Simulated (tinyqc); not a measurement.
MOSFET in saturation, small-signal circuit and noise: one step of the calculation.

Bias by the inversion coefficient IC = I/Ispec (charge-based model with velocity saturation; weak inversion below 0.1, strong above 10). Common-source circuit: gm, gds, Cgs, Cgd and Cj at the inner nodes, Rg in series with the gate; quasi-static, no source or drain resistance, no gate-body capacitance, no substrate network, no induced gate noise, so fmax is an upper estimate.

Problem. Noise at the gate. Channel noise Sid = 4 kB T gam n gm with gam = (1/2 + (2/3) qs)/(1 + qs) + gw lc IC, qs = [sqrt(1 + 4 IC) - 1]/2, lc = Ls/L (the last term an empirical rise with velocity saturation); at the gate, white noise Sw = Sid/gm^2 + 4 kB T Rg. Number fluctuation with correlated mobility: S(f) = K/f, K = q^2 Vt lt Nt/(W L Cox^2) (1 + ac mu Cox I/gm)^2, Vt in eV with Nt per eV. Corner fc = K/Sw. Full shot noise would be 2 q I.

Parameters, values chosen for the exercise:
- T = 300 K (temperature)
- L = 65 nm (gate length)
- W = 10 um (total gate width)
- Cox = 1.48 uF/cm^2 (gate capacitance)
- mu = 120 cm^2/(V s) (mobility)
- n = 1.15 (slope factor)
- Ls = 15 nm (velocity-saturation length)
- IC = 0.081 (inversion coefficient)
- gw = 0.05 (short-channel excess of the noise factor)
- Nt = 2.7e17 cm^-3 eV^-1 (oxide trap density)
- lt = 0.1 nm (tunnelling length into the oxide)
- ac = 3000 V s/C (Coulomb scattering coefficient)

Constants: q = 1.602176634e-19 C, kB = 1.380649e-23 J/K, Vt = kB T/q. Results are converted to the units shown.

I = 3.4019721 uA
gm = 0.10551249 mS
Rg = 40.256410 ohm

Give: gam; Sid; Sid/(2 q I); sqrt(Sw); K; fc.

Solution.

gam = 0.5126
Sid = 1.031e-24 A^2/Hz
Sid/(2 q I) = 0.9453
sqrt(Sw) = 9.656 nV/Hz^0.5
K = 1.302e-10 V^2
fc = 1.397 MHz

The gate resistance gives 0.72 % of the white noise power.

Numbers from tinyqc (`OMP_NUM_THREADS=1 python tinyqc.py 2150113 2150114 out.jsonl`; about 0.01 s on one thread of a shared Intel Xeon 2.30GHz).
